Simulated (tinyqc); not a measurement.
p-n heterojunction, non-linear Poisson equation by Newton steps, Fermi-Dirac statistics: one step of the calculation.

One dimension, material 1 (p-type) at x < 0 and material 2 (n-type) at x > 0. Band edges: Ec = -psi in material 1 and -psi + dEc in material 2, Ev = Ec - Eg. Flat quasi-Fermi levels: 0 for holes, +V for electrons. n = Nc F((EFn - Ec)/Vt), p = Nv F((Ev - EFp)/Vt), with F(eta) = F_1/2(eta) = (2/sqrt(pi)) int_0^infinity sqrt(u) du/(1 + exp(u - eta)) (Fermi-Dirac statistics); full ionisation, no interface charge, classical densities; the doping types are chosen for the exercise.

Problem. Newton step. Solve the tridiagonal system a_(i-1) d_(i-1) + b_i d_i + a_i d_(i+1) = -F_i for nodes 1 to 9, with d = 0 on fixed nodes. If the largest |d| exceeds 4 Vt, the whole step is scaled down so that it equals 4 Vt.

Values chosen for this exercise: temperature T = 350 K.

Constants: q = 1.602176634e-19 C, kB = 1.380649e-23 J/K, Vt = kB T/q. Results are converted to the units shown.

| interval | coupling a_i (F/cm^2) |
|---|---|
| 0 | 3.1292883e-7 |
| 1 | 3.8718313e-7 |
| 2 | 4.7591259e-7 |
| 3 | 5.8275012e-7 |
| 4 | 7.1835863e-7 |
| 5 | 8.5049242e-7 |
| 6 | 4.4639864e-7 |
| 7 | 2.4238840e-7 |
| 8 | 1.3177819e-7 |
| 9 | 7.0950777e-8 |

| node | diagonal b (F/cm^2) | residual F (C/cm^2) |
|---|---|---|
| 1 | -7.1361142e-7 | -1.6878269e-7 |
| 2 | -8.6317876e-7 | -1.3714382e-7 |
| 3 | -1.0586640e-6 | -1.1176780e-7 |
| 4 | -1.3011088e-6 | -9.1003632e-8 |
| 5 | -1.5688511e-6 | -7.5908663e-8 |
| 6 | -1.2968911e-6 | 3.0893396e-8 |
| 7 | -6.8878703e-7 | 6.0097646e-8 |
| 8 | -3.7416659e-7 | 1.1059024e-7 |
| 9 | -2.0272897e-7 | 2.0470210e-7 |

| node | psi at the start (V) |
|---|---|
| 0 | -1.3022677 |
| 1 | -1.1201161 |
| 2 | -0.9728977 |
| 3 | -0.8531268 |
| 4 | -0.7553139 |
| 5 | -0.6759657 |
| 6 | -0.6110898 |
| 7 | -0.4913189 |
| 8 | -0.2707408 |
| 9 | 0.1349832 |
| 10 | 0.8885418 |

Find: Newton step d, before damping; psi after iteration 1.

Solution.

| node | Newton step d, before damping (V) |
|---|---|
| 1 | -0.9084 |
| 2 | -1.2383 |
| 3 | -1.2187 |
| 4 | -1.0109 |
| 5 | -0.7157 |
| 6 | -0.3771 |
| 7 | 0.1988 |
| 8 | 1.0116 |
| 9 | 1.6673 |

| node | psi after iteration 1 (V) |
|---|---|
| 0 | -1.3023 |
| 1 | -1.1858 |
| 2 | -1.0625 |
| 3 | -0.9413 |
| 4 | -0.8285 |
| 5 | -0.7278 |
| 6 | -0.6384 |
| 7 | -0.4769 |
| 8 | -0.1975 |
| 9 | 0.2556 |
| 10 | 0.8885 |

Program tinyqc, `OMP_NUM_THREADS=1 python tinyqc.py 2040053 2040054 out.jsonl`; Intel Xeon 2.30GHz, shared host, one thread, about 0.2 s.
